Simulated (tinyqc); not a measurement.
# Free and trapped electrons in a MOS channel with a dense trap tail: effects of single changes

p-type body, charge-sheet picture, full ionisation (an idealisation for deep acceptors), Boltzmann statistics for free electrons. e = Ec - EF at the surface. Acceptor-like traps of density D(E) = D0 + De exp(-E/Ew) at depth E below Ec, from 0 to Eu, hold n_t = integral of D(E)/(1 + exp((e - E)/Vt)). psi = Eg - Vt ln(Nv/Na) - e; N_dep = sqrt(2 eps0 eps_r Na (psi - Vt)/q); n_f = sqrt(N_dep^2 + 2 eps0 eps_r Vt Nc exp(-e/Vt)/q) - N_dep; Vg = Vfb + psi + q (N_dep + n_t + n_f)/Cox, Cox = eps0 eox/tox.

Values chosen for this exercise; band and dielectric values close to those of 4H silicon carbide:
```
symbol    value         unit                                             meaning
T           300            K                                         temperature
Eg         3.25           eV                                            band gap
eps_r      9.61                                            relative permittivity
Nc       1.7e19        cm^-3              conduction-band density of states at T
Nv      2.45e19        cm^-3                 valence-band density of states at T
eox         3.9                           relative permittivity of the insulator
tox          70           nm                                 insulator thickness
Na       3.1e16        cm^-3                                    acceptor density
Vfb       -2.34            V            flat-band voltage without trapped charge
D0       1.3e10  cm^-2 eV^-1  constant background density of acceptor-like traps
De       9.1e12  cm^-2 eV^-1          density of the tail at the conduction edge
Ew         0.13           eV                            decay energy of the tail
Eu         0.96           eV        depth below Ec down to which the traps reach
mf          220   cm^2/(V s)                          mobility of free electrons
```

Constants: q = 1.602176634e-19 C, kB = 1.380649e-23 J/K, Vt = kB T/q, eps0 = 8.8541878128e-14 F/cm where lengths are in cm. Results are converted to the units shown.

Each table varies one quantity; the others keep the values above.

## Free and trapped charge against gate voltage

Free share n_f/(n_f + n_t); swing ln 10 n_f/(dn_f/dVg); field-effect mobility mf q (dn_f/dVg)/Cox, for a constant mf; oxide field q (N_dep + n_t + n_f)/(eps0 eox).

Free and trapped charge against gate voltage:

| Vg (V) | e (eV) | n_f (cm^-2) | n_t (cm^-2) | free share (%) | swing (mV/decade) | field-effect mobility (cm^2/(V s)) | oxide field (MV/cm) |
|---|---|---|---|---|---|---|---|
| 3.6 | 0.3944 | 5.899e5 | 6.742e10 | 8.750e-4 | 187.4 | 0.005179 | 0.4653 |
| 5.1 | 0.1507 | 6.989e9 | 4.053e11 | 1.695 | 735.3 | 15.64 | 0.6447 |
| 6.6 | 0.07385 | 1.273e11 | 7.103e11 | 15.20 | 2058 | 101.8 | 0.8480 |
| 8.1 | 0.04066 | 4.043e11 | 8.794e11 | 31.49 | 4293 | 154.9 | 1.058 |
| 9.6 | 0.02076 | 7.587e11 | 9.774e11 | 43.70 | 6934 | 180.0 | 1.269 |
| 11.1 | 0.006460 | 1.152e12 | 1.039e12 | 52.59 | 9782 | 193.8 | 1.481 |
| 12.5 | -0.004066 | 1.540e12 | 1.077e12 | 58.85 | 1.257e4 | 201.7 | 1.680 |
| 14 | -0.01340 | 1.970e12 | 1.105e12 | 64.06 | 1.565e4 | 207.0 | 1.893 |
| 15.5 | -0.02131 | 2.408e12 | 1.124e12 | 68.17 | 1.882e4 | 210.5 | 2.106 |

What does the comparison show?

n_f reaches 1e11 cm^-2 at Vg = 6.40 V, against 4.19 V without traps. The free share rises from 8.75e-4 to 68.2 % and the field-effect mobility rises from 0.00518 to 211 cm^2/(V s), although mf = 220 is constant: in the last row 95.7 % of Cox dVg goes into free electrons. The swing in the first row is 187 mV a decade (Vt ln 10 = 59.5). For Vg = 8.1, 9.6, 11.1, 12.5, 14, 15.5 EF lies less than 2 Vt below the band edge, or above it, where degeneracy and confinement, left out, matter.

## Effect of the density of the tail at the conduction edge

VT is the Vg for n_f = 1e11 cm^-2; swing ln 10 n_f/(dn_f/dVg) at n_f = 1e8 cm^-2; the last three columns are for Vg = VT + 5.6 V, with free share n_f/(n_f + n_t) and field-effect mobility mf q (dn_f/dVg)/Cox; there EF is near the band edge, where Boltzmann statistics are rough.

Effect of the density of the tail at the conduction edge:

| De (cm^-2 eV^-1) | e at VT (eV) | VT (V) | q n_t/Cox at VT (V) | swing (mV/decade) | n_f (cm^-2) | free share (%) | field-effect mobility (cm^2/(V s)) |
|---|---|---|---|---|---|---|---|
| 1e12 | 0.08045 | 4.469 | 0.2751 | 124.3 | 1.736e12 | 92.99 | 216.2 |
| 2e12 | 0.08045 | 4.708 | 0.5132 | 152.1 | 1.692e12 | 87.18 | 214.5 |
| 5e12 | 0.08045 | 5.422 | 1.227 | 235.6 | 1.564e12 | 72.33 | 208.7 |
| 1e13 | 0.08045 | 6.612 | 2.418 | 374.7 | 1.365e12 | 53.95 | 196.9 |
| 2e13 | 0.08045 | 8.992 | 4.798 | 653.0 | 1.034e12 | 31.62 | 166.5 |
| 4e13 | 0.08045 | 13.75 | 9.559 | 1210 | 6.218e11 | 13.11 | 103.6 |
| 9e13 | 0.08045 | 25.66 | 21.46 | 2601 | 2.965e11 | 3.522 | 36.10 |
| 2e14 | 0.08045 | 51.84 | 47.65 | 5663 | 1.738e11 | 1.054 | 11.62 |

As De goes from 1e12 to 2e14, VT rises from 4.47 to 51.8 V, its part due to traps rises from 0.275 to 47.6 V, the swing rises from 124 to 5660 mV/decade and the field-effect mobility falls from 216 to 11.6 cm^2/(V s).

Numbers from tinyqc (`OMP_NUM_THREADS=1 python tinyqc.py 2222154 2222155 out.jsonl`; about 0.02 s on one thread of a shared Intel Xeon 2.30GHz).
